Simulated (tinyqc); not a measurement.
## Space-charge-limited current with shallow traps: from ohmic to space-charge-limited current

One carrier type, drift only, an injecting contact at x = 0 (zero field) and thickness L. The share th = y/(1 + y), y = (Nc/Nt) exp(-Et/kB T), of the injected charge is free: J = q mu n F, eps0 eps_r dF/dx = q (n - n0)/th.

Ohmic J = q n0 mu V/L; Mott-Gurney J = (9/8) th eps0 eps_r mu V^2/L^3; they cross at Vx = 8 q n0 L^2/(9 th eps0 eps_r); traps fill at V_TFL = q Nt L^2/(2 eps0 eps_r). Exact: with u = n0/n(L), w = -u - ln(1 - u) and v = -u - u^2/2 - ln(1 - u), V = (q n0 L^2/(th eps0 eps_r)) v/w^2 and J = q^2 n0^2 mu L/(th eps0 eps_r w).

Parameters, values chosen for the exercise:
- T = 300 K (temperature)
- eps_r = 7.2 (relative permittivity)
- mu = 0.025 cm^2/(V s) (mobility)
- L = 240 nm (thickness)
- Nc = 6e20 cm^-3 (band density of states)
- Nt = 3.4e17 cm^-3 (trap density)
- Et = 0.24 eV (trap depth)
- n0 = 8.6e14 cm^-3 (free carrier density in equilibrium)

Constants: q = 1.602176634e-19 C, kB = 1.380649e-23 J/K, Vt = kB T/q, eps0 = 8.8541878128e-14 F/cm where lengths are in cm. Results are converted to the units shown.

Results:
```
V (V)	J (A/cm^2)	ohmic (A/cm^2)	Mott-Gurney (A/cm^2)	d ln J/d ln V
0.063	0.009390	0.009042	7.253e-4	1.040
0.32	0.05812	0.04593	0.01871	1.267
0.73	0.1821	0.1048	0.09738	1.507
1.6	0.6468	0.2296	0.4678	1.714
3.7	2.907	0.5311	2.502	1.858
8.4	13.81	1.206	12.89	1.933
19	68.02	2.727	65.97	1.970
43	342.5	6.172	337.9	1.986
```

Estimate the missing row, V = 0.14 V.

Computed row:
```
V (V)	J (A/cm^2)	ohmic (A/cm^2)	Mott-Gurney (A/cm^2)	d ln J/d ln V
0.14	0.02200	0.02009	0.003582	1.103
```

With this row back in the table: The local exponent rises from 1.04 to 1.99, passing from ohmic towards the square law around Vx = 0.785 V. In the last row J is 1.4 % above the Mott-Gurney value. For V = 19, 43 the voltage exceeds half of V_TFL = 24.6 V, near which the traps fill and the current rises steeply beyond this model. For V = 0.063, 0.14, 0.32, 0.73, 1.6 the voltage is under 100 kB T/q, where diffusion would add more than a third of the Mott-Gurney current.

Range of the model: Diffusion and a field-dependent mobility are left out. With injecting contacts the diffusion current, about 4 pi^2 Vt th eps0 eps_r mu V/L^3, equals the Mott-Gurney current at V = 35 kB T/q (0.9 V at 300 K), so the drift-only result needs V well above that.

tinyqc, about 0.01 s, one thread, Intel Xeon 2.30GHz (shared host): `OMP_NUM_THREADS=1 python tinyqc.py 2370109 2370110 out.jsonl`
